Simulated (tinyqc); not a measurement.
Elastic trap-assisted tunnelling through a dielectric: one step of the calculation.

Emitter at x = 0 (Fermi level 0), collector at x = t (Fermi level -V), band edge U(x) = phi - F x, F = V/t. A trap at x has the energy E = U(x) - Et. With G(u) = (4/(3 F)) sqrt(mo/C) max(u, 0)^1.5, C = hbar^2/(2 m0): S1 = G(phi - E) - G(Et), S2 = G(Et) - G(phi - V - E), T1,2 = exp(-S1,2). The steady rate through one trap is nu T1 T2 (f1 - f2)/(T1 + T2), f1 = f(E), f2 = f(E + V), f(y) = 1/(1 + exp(y/Vt)); both contacts offer states at E.

Task. The best-placed trap against direct tunnelling. At x = xs: E, S1, S2 and the occupation (T1 f1 + T2 f2)/(T1 + T2). Direct tunnelling at E = 0 has S = (4/(3 F)) sqrt(mo/C) [phi^1.5 - max(phi - V, 0)^1.5].

Values chosen for this exercise; dielectric values close to those of silicon dioxide: temperature T = 300 K; barrier above the emitter Fermi level phi = 3.04 eV; tunnelling mass mo = 0.51 m0; thickness t = 3.8 nm; trap depth below the band edge of the dielectric Et = 2.15 eV; attempt frequency nu = 1e14 1/s; voltage V = 2.85 V.

Constants: q = 1.602176634e-19 C, kB = 1.380649e-23 J/K, hbar = 1.054571817e-34 J s, m0 = 9.1093837015e-31 kg, Vt = kB T/q, hbar^2/(2 m0) = 0.0380998212 eV nm^2. Results are converted to the units shown.

xs = 1.48 nm

Wanted: E; S1; S2; occupation; S of direct tunnelling.

Result.

E = -0.2200 eV
S1 = 17.78
S2 = 18.80
occupation = 0.7343
S of direct tunnelling = 33.94

Range of the model: Phonon-assisted (inelastic) capture, chains of traps and a spread of trap depths are left out.

Computed by the program tinyqc: `OMP_NUM_THREADS=1 python tinyqc.py 2370060 2370061 out.jsonl`, one thread of a shared Intel Xeon 2.30GHz, about 0.04 s for the whole run.
